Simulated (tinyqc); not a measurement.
Tunnelling through a two-layer gate stack, WKB transmission and Tsu-Esaki current: effect of temperature.

Electrons leave the emitter at x = 0. Energies E (motion across the layers) are in eV from the emitter Fermi level; the collector Fermi level lies at -V and offers states at every E. No charge in the dielectric and no image force: F1 = V/(t1 + t2 eps1/eps2), F2 = F1 eps1/eps2; U = phi1 - F1 x in layer 1 and phi2 - F1 t1 - F2 (x - t1) in layer 2. With C = hbar^2/(2 m0), kappa = sqrt(m (U - E)/C) where U > E and 0 elsewhere; T(E) = exp(-S), S = 2 times the integral of kappa over x.

Each layer adds (2/F) sqrt(m/C) [G(u at its left edge) - G(u at its right edge)] to S, with u = U - E (0 where negative) and G(u) = (2/3) u^1.5. J = J0 times the integral of T(E) N(E) dE, N = ln[(1 + exp(-E/Vt))/(1 + exp((-E - V)/Vt))], J0 = q^2 me m0 kB T/(2 pi^2 hbar^3) (times 1e-4 for A/cm^2 per eV), from E = -Ef to far above the barrier (T = 1 there), by quadrature converged to the digits shown.

Inputs (values chosen for the exercise); layer 1 close to silicon dioxide, layer 2 close to hafnium oxide:
- Ef = 2.6 eV (Fermi energy of the emitter above its band bottom)
- me = 0.41 m0 (emitter mass in the supply function)
- phi1 = 3.24 eV (barrier of layer 1 above the emitter Fermi level at zero bias)
- m1 = 0.49 m0 (tunnelling mass of layer 1)
- t1 = 0.6 nm (thickness of layer 1)
- eps1 = 3.9 (relative permittivity of layer 1)
- phi2 = 1.43 eV (barrier of layer 2 at zero bias)
- m2 = 0.19 m0 (tunnelling mass of layer 2)
- t2 = 3.8 nm (thickness of layer 2)
- eps2 = 21.4 (relative permittivity of layer 2)
- V = 0.4 V (voltage across the dielectric)

Constants: q = 1.602176634e-19 C, kB = 1.380649e-23 J/K, hbar = 1.054571817e-34 J s, m0 = 9.1093837015e-31 kg, Vt = kB T/q, hbar^2/(2 m0) = 0.0380998212 eV nm^2. Results are converted to the units shown.

Effect of temperature:
```
T (K)	J (A/cm^2)	mean E of the current (eV)
50	5.772e-4	-0.2277
100	5.812e-4	-0.2261
200	5.977e-4	-0.2193
300	6.268e-4	-0.2074
400	6.720e-4	-0.1896
500	7.395e-4	-0.1639
600	8.506e-4	-0.1125
750	0.002246	0.5876
```

What does the table show?

Between 50 and 300 K the current changes by a factor of 1.09, and between 300 and 750 K by 3.58; the mean energy of the current rises from -0.228 to 0.588 eV. The transmission grows by a factor e over d = 0.109 eV near E = 0, equal to kB T/q at 1260 K: far below that temperature the thermal tail adds little. In every row a layer is thinner than 0.8 nm, a few atomic planes, where an effective mass is a rough description.

Program tinyqc, `OMP_NUM_THREADS=1 python tinyqc.py 2540042 2540043 out.jsonl`; Intel Xeon 2.30GHz, shared host, one thread, about 0.03 s.
